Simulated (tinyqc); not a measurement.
Hubbard chain of 3 sites, step by step. One step of it, computed by the program tinyqc.

Problem. Mean-field iteration 3. H(up) = T + U n(down), H(down) = T + U n(up); fill the lowest levels; n(new) = n + mixing (n(out) - n); E = tr T (rho up + rho down) + U sum n_up n_down of the output.

one-body matrix (hopping and site energies) (eV):
```
           1          2          3
1   0.640000  -1.440000   0.000000
2  -1.440000   0.330000  -1.440000
3   0.000000  -1.440000   0.950000
```

U = 7.500000 eV

electrons, up and down: 1  1

mixing = 1

n(up) after iteration 2: 1 0.400589, 2 0.203533, 3 0.395878

n(down) after iteration 2: 1 0.245778, 2 0.378180, 3 0.376042

Give: levels, up; levels, down; energy; n(up) after iteration 3; n(down) after iteration 3.

Solution.

levels, up (eV): 1.0090  3.1304  5.2806

levels, down (eV): 0.5649  3.7731  5.0820

energy = 0.2417 eV

n(up) after iteration 3: 1 0.4286, 2 0.4493, 3 0.1222

n(down) after iteration 3: 1 0.1559, 2 0.7128, 3 0.1314
